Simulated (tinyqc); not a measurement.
What moves the results: type-II superlattice in the two-band Kane model. A value that a table varies takes the place of the one given here.

Motion along the axis, period d = a + b, c = hbar^2/2m0. Conduction and light-hole bands couple: (E - Ec)(E - Ev) = Ep c k^2 in each layer, with mass m(E) = (E - Ev)/Ep, which may be negative. The conduction envelope psi and psi'/m(E) are continuous; a layer carries them by [[cos kt, (m/k) sin kt], [-(k/m) sin kt, cos kt]] (cosh and sinh for k^2 < 0), and cos(q d) = tr(M_B M_A)/2. C1 is the first miniband above EvB, with its bottom at tr/2 = +1 and its top at -1; the gap is the bottom of C1 less the top heavy-hole level HH1.

Heavy holes are uncoupled: with e = EvB - E, p = sqrt(mhB e/c), w = sqrt(mhA (EvB - EvA - e)/c), the top level HH1 at q = 0 solves (p/mhB) tan(p b/2) = (w/mhA) tanh(w a/2).

Constants: hbar^2/2m0 = 3.80998211 eV angstrom^2; hc = 1239.841984 eV nm.

Values chosen for the exercise (near those of an InAs/GaSb superlattice; the results hold for these values, not for the real material):
- b = 49 angstrom (layer B)
- EcA = 0 eV (conduction edge of A)
- EvA = -0.416 eV (valence edge of A)
- EcB = 0.94 eV (conduction edge of B)
- EvB = 0.117 eV (valence edge of B)
- EpA = 14.3 eV (coupling energy in A)
- EpB = 18.1 eV (coupling energy in B)
- mhA = 0.33 m0 (heavy hole in A)
- mhB = 0.27 m0 (heavy hole in B)
- As = (20, 31, 35, 47, 55, 67, 75) angstrom (widths of layer A)
- a = 34 angstrom (layer A)

## Width of layer A

Bottom of C1 (tr/2 = +1, above EvB), HH1, the gap and hc/gap; widths at which C1 no longer starts above EvB are left out.

Results:

| a (angstrom) | C1 (eV) | HH1 (eV) | gap (meV) | cut-off (micrometre) |
|---|---|---|---|---|
| 20 | 0.5080 | 0.0793 | 428.6 | 2.89 |
| 31 | 0.3620 | 0.0789 | 283.1 | 4.38 |
| 35 | 0.3238 | 0.0789 | 244.9 | 5.06 |
| 47 | 0.2391 | 0.0789 | 160.2 | 7.74 |
| 55 | 0.1996 | 0.0789 | 120.7 | 10.28 |
| 67 | 0.1560 | 0.0789 | 77.1 | 16.07 |
| 75 | 0.1343 | 0.0789 | 55.4 | 22.39 |

What does this show, and why?

From a = 20 to 75 angstrom C1 falls by 374 meV while HH1 moves by -0.4 meV, so layer A tunes the gap, from 429 to 55 meV. The cut-off shifts by 0.135 micrometre per angstrom at the thin end and 0.789 at the thick end: long wavelengths need tight control of the thickness.

## One band or two

Bottom of C1. One band: (k/mA) tan(k a/2) = (kappa/mB) tanh(kappa b/2) with the edge masses (Ec - Ev)/Ep and barrier EcB - EcA. Second row: mA replaced by m(E). The last column is measured against two bands.

Results:

| model | C1 (eV) | gap (meV) | error (meV) |
|---|---|---|---|
| one band, edge masses | 0.3137 | 234.8 | -19.1 |
| m(E) in A only | 0.2743 | 195.4 | -58.5 |
| two bands | 0.3328 | 253.9 | 0.0 |

mA = 0.0291 m0
mB = 0.0455 m0

What does this show, and why?

With edge masses C1 errs by -19 meV, 8 % of the gap. The heavier m(E) in A changes it by -39 meV; the treatment of B changes it by +58 meV, since C1 lies 216 meV above the valence edge of B, where its mass is 0.0119 instead of 0.0455.

## What each parameter does

Bottom and width of C1, HH1 and the gap. Each row changes one parameter from the base and keeps the others.

Results:

| case | C1 (eV) | width (meV) | HH1 (eV) | gap (meV) |
|---|---|---|---|---|
| base | 0.3328 | 40.4 | 0.0789 | 253.9 |
| a = 31 angstrom | 0.3620 | 43.1 | 0.0789 | 283.1 |
| b = 52 angstrom | 0.3357 | 35.2 | 0.0824 | 253.3 |
| EvB = 0.097 eV | 0.3305 | 38.0 | 0.0592 | 271.3 |
| EcB = 0.99 eV | 0.3388 | 36.2 | 0.0789 | 259.9 |
| EvA = -0.446 eV | 0.3286 | 39.7 | 0.0785 | 250.1 |
| EpA = 15.4 eV | 0.3405 | 42.2 | 0.0789 | 261.5 |
| mhB = 0.31 m0 | 0.3328 | 40.4 | 0.0822 | 250.6 |

What does this show?

The largest shifts from the base row, up to three for each result and ties (the steps differ in size, so this ranks the rows, not the parameters). C1 (eV): a +0.0292, EpA +0.0077, EcB +0.0060; unchanged at the printed digits by mhB. width (meV): b -5.2, EcB -4.1, a +2.7; unchanged at the printed digits by mhB. HH1 (eV): EvB -0.0197, b +0.0035, mhB +0.0033; unchanged at the printed digits by a, EcB and EpA. gap (meV): a +29.2, EvB +17.4, EpA +7.7.

Computed by tinyqc, a small Python program: `OMP_NUM_THREADS=1 python tinyqc.py 1280984 1280985 out.jsonl` (the numbers bound the seed that draws the inputs); one thread of a shared host (Intel(R) Xeon(R) Processor @ 2.30GHz), about 0.04 s for the whole set of steps.
